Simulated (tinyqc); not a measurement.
# Retention against time

Retention: filled traps are spread evenly in depth from E1 to E2, and each empties at the rate nu exp(-E/kB T). The share left is the mean of exp(-nu t exp(-E/kB T)) = [kB T/(E2 - E1)] [E1x(nu t exp(-E2/kB T)) - E1x(nu t exp(-E1/kB T))], E1x the exponential integral; traps shallower than about Ed = kB T ln(nu t) are empty.

Inputs (values chosen for the exercise):
```
symbol,value,unit,meaning
T,398,K,storage temperature
E1,0.98,eV,shallowest trap depth
E2,2.15,eV,deepest trap depth
nu,1e13,1/s,attempt frequency
```

Constants: q = 1.602176634e-19 C, kB = 1.380649e-23 J/K, Vt = kB T/q. Results are converted to the units shown.

Results:
```
t (s)	Ed (eV)	share left
1	1.027	0.9431
100	1.185	0.8082
10000	1.343	0.6732
1e5	1.421	0.6057
1e7	1.579	0.4707
1e8	1.658	0.4032
1e9	1.737	0.3357
```

Estimate the missing row, t = 1e6 s.

Computed row:
```
t (s)	Ed (eV)	share left
1e6	1.500	0.5382
```

With this row back in the table: The share left falls from 0.943 to 0.336. Ed moves by 0.0790 eV a decade and reaches E1 at t = 0.257 s; from then on the loss is linear in log t, 6.75 % a decade, until Ed comes within a few kB T of E2, which it reaches at 1.68e14 s.

tinyqc, about 0.06 s, one thread, Intel Xeon 2.30GHz (shared host): `OMP_NUM_THREADS=1 python tinyqc.py 2130153 2130154 out.jsonl`
